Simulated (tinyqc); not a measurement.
What each parameter does: configuration-coordinate model of carrier capture at a defect.

Two parabolas of equal curvature k in one coordinate Q: with the carrier free at the band edge, U_f = k Q^2/2; with the carrier trapped, U_t = k (Q - dQ)^2/2 - ET. ER = k dQ^2/2, Huang-Rhys factor S = ER/hw, hw = 0.0646541 sqrt(k/M) eV for k in eV/angstrom^2 and M in u. The curves cross at a height Eb = (ER - ET)^2/(4 ER) above the free minimum.

Multiphonon factor for giving p = ET/hw phonons to the lattice: W = exp(-S (2 nb + 1)) ((nb + 1)/nb)^(p/2) I_p(x), nb = 1/(exp(hw/kT) - 1), x = 2 S sqrt(nb (nb + 1)), I_p the modified Bessel function. Classical limit: W = hw exp(-Eb/kT)/sqrt(4 pi ER kT). At T = 0: exp(-S) S^p/Gamma(p + 1).

Constants: kB = 8.617333262e-05 eV/K.

Inputs chosen for the exercise (of the size met at a vacancy centre in SiC; the results hold for these values, not for the real material):

| symbol | value | unit | meaning |
|---|---|---|---|
| ET | 0.8 | eV | thermal depth of the level below the band edge |
| ER | 0.23 | eV | relaxation energy |
| hw | 0.06 | eV | phonon energy of the mode |
| T | 200 | K | temperature |

Eb, log10 W and the full width 2.35482 sqrt(ER hw coth(hw/2kT)).

One parameter was then changed.

Results before and after:

| case | Eb (eV) | log10 W | full width (eV) |
|---|---|---|---|
| base | 0.3532 | -3.967 | 0.2853 |
| changed | 0.3532 | -3.915 | 0.2904 |

Which of these changes was made? (a) hw = 0.072 eV; (b) ET = 0.84 eV; (c) ER = 0.28 eV; (d) T = 230 K.
Answer: (d) T = 230 K. Of the candidates, run in turn, only this one gives the changed row.

All candidates:

| case | Eb (eV) | log10 W | full width (eV) |
|---|---|---|---|
| base | 0.3532 | -3.967 | 0.2853 |
| ET = 0.84 eV | 0.4045 | -4.337 | 0.2853 |
| ER = 0.28 eV | 0.2414 | -3.206 | 0.3148 |
| hw = 0.072 eV | 0.3532 | -3.465 | 0.3077 |
| T = 230 K | 0.3532 | -3.915 | 0.2904 |

tinyqc: `OMP_NUM_THREADS=1 python tinyqc.py 1451824 1451825 out.jsonl`; about 0.01 s, one thread, shared Intel(R) Xeon(R) Processor @ 2.30GHz.
